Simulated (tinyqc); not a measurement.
# Inputs raised by 2 %, one at a time

Model: field-effect mobility of a thin-film transistor with band-tail and deep states (multiple trapping). Computed by tinyqc, a small Python program. Command: `OMP_NUM_THREADS=1 python tinyqc.py 3011244 3011245 out.jsonl tft sens`. One thread of a shared host (Intel(R) Xeon(R) Processor @ 2.30GHz), about 0.2 s of CPU time with the checks.

A thick film in accumulation at small drain voltage. Only free electrons move; trapped ones still screen the gate. N_c and mu_0 are held fixed when T changes, leaving out the T^(3/2) growth of N_c. x = E_0 - psi is the distance of the Fermi level below the band edge.

Inputs (values chosen for the exercise, modelled on amorphous In2O3):
```
quantity                                           value         unit
permittivity eps                                       9            -
effective density of states N_c                  4.3e+18       1/cm^3
band mobility mu_0                                    51   cm^2/(V s)
tail density at the edge g_t                     1.3e+20  1/(eV cm^3)
tail width E_t                                        35          meV
flat-band Fermi level below the edge, E_0           0.62           eV
equivalent oxide thickness t                         7.6           nm
surface band bending psi_s as a fraction of E_0     0.89            -
temperature T                                        350            K
```

Deep states: none.

Constants: k_B = 8.617333262e-05 eV/K; e = 1.602176634e-19 C; eps_0 = 8.8541878128e-12 F/m.

Method:
- F_j(eta) = int_0^infinity x^j/(1 + exp(x - eta)) dx, without a gamma-function factor.
- Integrals over x = E/(k_B T) use 160 Gauss-Legendre points in u = sqrt(x) from 0 to sqrt(max(eta, 0) + 32).
- Free n(x) = N_c (2/sqrt(pi)) F_1/2(-x/k_B T), with F_1/2 from its two-term series in exp(-x/k_B T) for x >= 12 k_B T; tail n_t(x) = int_0^1.2eV g_t exp(-E/E_t)/(1 + exp((x - E)/k_B T)) dE, E counted down from the edge, 120 Gauss-Legendre points; space charge rho(psi) = n + n_t less its value at psi = 0.
- Poisson: F(psi) = sqrt((2 e/(eps eps_0)) int_0^psi rho dpsi'); V_G - V_FB = psi_s + eps F(psi_s) t/3.9; free sheet density N_f = int (n - n(E_0))/F dpsi; induced sheet density N_i = eps eps_0 F(psi_s)/e; trapezoid rule on 301 even points in psi, the first interval left out of N_f.
- mu_eff = mu_0 N_f/N_i; field-effect mobility mu_FE = mu_0 e (dN_f/dV_G)/C_ox and swing S = dV_G/dlog10(N_f), by a central difference of +/- 2 mV in psi_s; C_ox = 3.9 eps_0/t.

Runs; columns: (1) input moved; (2) from; (3) to; (4) effective mobility mu_eff (cm^2/(V s)); (5) V_G - V_FB (V); (6) swing S (mV/decade); (7) field-effect mobility mu_FE (cm^2/(V s)):
```
(1)                                             (2)        (3)     (4)      (5)     (6)     (7)
base run                                          -          -  7.7529  0.84741  516.93  10.211
effective density of states N_c (1/cm^3)    4.3e+18  4.386e+18  7.8826  0.84796  518.52  10.370
band mobility mu_0 (cm^2/(V s))                  51      52.02  7.9080  0.84741  516.93  10.416
tail density at the edge g_t (1/(eV cm^3))  1.3e+20  1.326e+20  7.6250  0.84980  519.36  10.077
tail width E_t (meV)                             35       35.7  7.4056  0.85304  515.55   9.966
equivalent oxide thickness t (nm)               7.6      7.752  7.7529  0.85332  524.99  10.256
temperature T (K)                               350        357  8.0651  0.85198  532.75  10.466
permittivity eps                                  9       9.18  7.7529  0.85035  520.94  10.234
```

Exponents ln(y'/y) / ln(x'/x):
```
input                            effective mobility mu_eff  V_G - V_FB  swing S  field-effect mobility mu_FE
effective density of states N_c                      0.838       0.033    0.155                        0.777
band mobility mu_0                                   1.000       0.000    0.000                        1.000
tail density at the edge g_t                        -0.840       0.142    0.237                       -0.670
tail width E_t                                      -2.315       0.335   -0.136                       -1.226
equivalent oxide thickness t                         0.000       0.351    0.781                        0.219
temperature T                                        1.993       0.271    1.522                        1.245
permittivity eps                                     0.000       0.175    0.390                        0.110
```

Which inputs matter most for each result?

Among the inputs moved here: effective mobility mu_eff answers most in size to tail width E_t (exponent -2.315), next to temperature T (+1.993); its exponent is below 0.0005 for equivalent oxide thickness t, permittivity eps. Its exponent +1.000 in band mobility mu_0: trapping only scales mu_0. Its exponent 0.000 in equivalent oxide thickness t: at fixed band bending the oxide does not enter. V_G - V_FB answers most in size to equivalent oxide thickness t (exponent +0.351), next to tail width E_t (+0.335); its exponent is below 0.0005 for band mobility mu_0. Swing S answers most in size to temperature T (exponent +1.522), next to equivalent oxide thickness t (+0.781); its exponent is below 0.0005 for band mobility mu_0. Field-effect mobility mu_FE answers most in size to temperature T (exponent +1.245), and about equally to tail width E_t (-1.226).
